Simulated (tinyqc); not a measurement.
Comparisons within one model: six-band hole subbands of a thin body in a field. A value that a table varies takes the place of the one given here.

Basis X, Y, Z times spin, hole energies counted downwards from the unstrained edge (the hydrostatic shift is left out), c = hbar^2/2m0. For a symmetric tensor T let C(T) have C_XX = L Txx + M (Tyy + Tzz), C_XY = N Txy (cyclic), L = c (g1 + 4 g2), M = c (g1 - 2 g2), N = 6 c g3. k = q + kz n, n the unit normal, q = k1 u + k2 v with u along the channel [1-10] and v = n x u. H = C(k k^T) + (Dso/3)(1 - L.sigma) - B + e F z with (L_k)_ij = -i epsilon_kij; B is the block C built from the traceless strain with 2b, -b and sqrt(3) d in place of L, M, N. Strain: exx = eyy = (s11 + s12) sx/2, ezz = s12 sx, exy = -s44 sx/4. Hard walls at z = 0 and t; basis sin(j pi z/t), j = 1 to Nz: kz^2 = (j pi/t)^2, kz = -i D with D_jl = 4 j l/(t (j^2 - l^2)), z_jj = t/2 and z_jl = -8 t j l/(pi (j^2 - l^2))^2 for j + l odd; 1 MV/cm = 0.01 eV/angstrom.

Nz = 14. E1 is the top subband at q = 0, gap the distance to the next pair, and the masses are c q^2/(E(q) - E1) at |q| = 0.02 1/angstrom (mean of the spin pair) along the channel [1-10] and across it in the plane; a dash marks a band that does not rise.

Constants: hbar^2/2m0 = 3.80998211 eV angstrom^2.

Values chosen for the exercise (near those of a p-type Si channel; the results hold for these values, not for the real material):
- g1 = 4.29 (Luttinger gamma1)
- g2 = 0.34 (gamma2)
- g3 = 1.45 (gamma3)
- Dso = 0.044 eV (spin-orbit splitting)
- b = -2.07 eV (tetragonal potential)
- d = -4.8 eV (trigonal potential)
- S = (7.82, -2.15, 12.68) 1/TPa (compliances s11, s12, s44)
- face = 110 (surface)
- t = 40 angstrom (body thickness)
- F = 0.5 MV/cm (field across the body)
- sx = -1 GPa (stress along the channel [1-10], negative in compression)

## Stress along the channel

Each row has its own sx.

Results:
```
sx (GPa)  E1 (meV)  gap (meV)  m channel  m across
-3.0         -26.4       52.4      0.113     0.277
-2.0          10.1       52.4      0.114     0.277
-1.0          46.5       52.4      0.114     0.277
-0.5          64.7       52.3      0.115     0.277
0.0           82.8       52.2      0.115     0.277
0.5          100.7       51.6      0.116     0.278
1.0          118.3       47.1      0.118     0.277
```

Under 2 GPa of compression the channel mass goes from 0.115 to 0.114 m0, the mass across at 0.277; the gap to the next subband is 52, 52 and 47 meV at -2, 0 and +1 GPa. The lightest channel mass of the table, 0.113 m0, is at -3.0 GPa. Compression changes the channel mass little here, since confinement on this face has already singled out the orbital that the stress favours.

## Surface orientation and number of bands

Three faces, six bands; and four bands, with Dso set to 1000 eV.

Results:
```
case           E1 (meV)  gap (meV)  m channel  m across
(001) 6 bands     152.9       55.9      0.171     1.910
(001) 4 bands     165.5       61.9      0.218     0.476
(110) 6 bands      46.5       52.4      0.114     0.277
(110) 4 bands     116.6      136.9      0.148     0.290
(111) 6 bands      94.2       62.0      0.144     0.902
(111) 4 bands     110.0      114.3      0.175     0.199
```

With six bands the top subband is shallowest on (110) (46.5 meV) and deepest on (001). Without the stress E1 would be 179.8, 82.8 and 120.2 meV, so the stress moves it by -26.8, -36.2 and -26.0 meV. The lightest channel mass is on (110) (0.114 m0). Dropping the split-off band moves E1 by 12.5, 70.0 and 15.7 meV and the gap by 6.1, 84.5 and 52.3 meV on the three faces, with Dso = 44 meV.

## What each parameter does

Six bands. Each row changes one parameter from the base and keeps the others.

Results:
```
case             E1 (meV)  gap (meV)  m channel (m0)  m across (m0)
base                 46.5       52.4           0.114          0.277
t = 50 angstrom      46.5       52.2           0.114          0.277
F = 0.8 MV/cm        72.5       71.5           0.114          0.277
sx = -1.5 GPa        28.3       52.4           0.114          0.277
g3 = 1.35            65.3       68.7           0.118          0.277
g2 = 0.39            50.4       55.4           0.114          0.285
Dso = 0.066 eV       52.3       52.5           0.115          0.278
d = -3.84 eV         51.8       52.4           0.114          0.277
```

The largest shifts from the base row, up to three for each result and ties (the steps differ in size, so this ranks the rows, not the parameters). E1 (meV): F +26.0, g3 +18.7, sx -18.2; unchanged at the printed digits by t. gap (meV): F +19.1, g3 +16.3, g2 +3.1; unchanged at the printed digits by sx and d. m channel (m0): g3 +0.004, Dso +0.000; unchanged at the printed digits by t, F, sx, g2 and d. m across (m0): g2 +0.008, Dso +0.000; unchanged at the printed digits by t, F, sx, g3 and d.

Program tinyqc; command `OMP_NUM_THREADS=1 python tinyqc.py 1251039 1251040 out.jsonl`; about 0.4 s on one thread of a shared Intel(R) Xeon(R) Processor @ 2.30GHz.
